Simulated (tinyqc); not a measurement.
Strong pi bonds keep dimers flat: buckled dimers of a reconstructed (001) surface, two dangling bonds a dimer.

In a dimer one atom moves up by z and the other down by z; the dangling bond of the up atom (more s-like) falls by gm z and that of the down atom rises by gm z. With all dimers tilted alike: H(k) = [[-gm z - 2 ta cos k, -tp - 2 tx cos k], [., gm z - 2 ta cos k]], k along the row in 1/a. Two electrons a dimer fill the lowest N of the 2N levels on the mesh k_j = (j + 1/2) pi/N. Total energy a dimer: W(z) = (2/N) sum of the filled levels + kf z^2. Repulsion between electrons is left out.

Values chosen for the exercise (of the size met on Si(001); the results hold for these values, not for the real material):
- ta = 0.11 eV (coupling between like atoms along the row)
- tx = 0.05 eV (diagonal coupling along the row)
- gm = 1.66 eV/angstrom (shift of a dangling bond with height)
- kf = 5 eV/angstrom^2 (force constant of buckling)
- N = 12 (k points)

tp is varied; z minimises W on 0 to 1 angstrom; gap on 201 points; charge moved: the mean of gm z/sqrt((gm z)^2 + h^2) over the mesh, h the off-diagonal element.

Against tp:

| tp (eV) | z (angstrom) | gain (eV) | gap (eV) | charge moved (e) |
|---|---|---|---|---|
| 0.10 | 0.3240 | 0.2681 | 0.6716 | 0.976 |
| 0.20 | 0.3076 | 0.2245 | 0.6725 | 0.926 |
| 0.30 | 0.2781 | 0.1208 | 0.6739 | 0.838 |
| 0.45 | 0.1961 | 0.0217 | 0.6771 | 0.591 |
| 0.60 | 0.0000 | 0.0000 | 0.7600 | 0.000 |
| 0.80 | 0.0000 | 0.0000 | 1.1600 | 0.000 |
| 1.00 | 0.0000 | 0.0000 | 1.5600 | 0.000 |
| 1.30 | 0.0000 | 0.0000 | 2.1600 | 0.000 |
| 1.60 | 0.0000 | 0.0000 | 2.7600 | 0.000 |

Dimers buckle for tp up to 0.45 eV among these rows; for an isolated dimer the limit is gm^2/kf = 0.551 eV. While buckled, the splitting, on average over k, stays near 2 gm^2/kf = 1.102 eV whatever tp is, and beyond the limit it follows 2 tp; the gap is smaller by the width of the bands, about 4 ta = 0.44 eV.

tinyqc: `OMP_NUM_THREADS=1 python tinyqc.py 1450138 1450139 out.jsonl`; about 0.05 s, one thread, shared Intel(R) Xeon(R) Processor @ 2.30GHz.
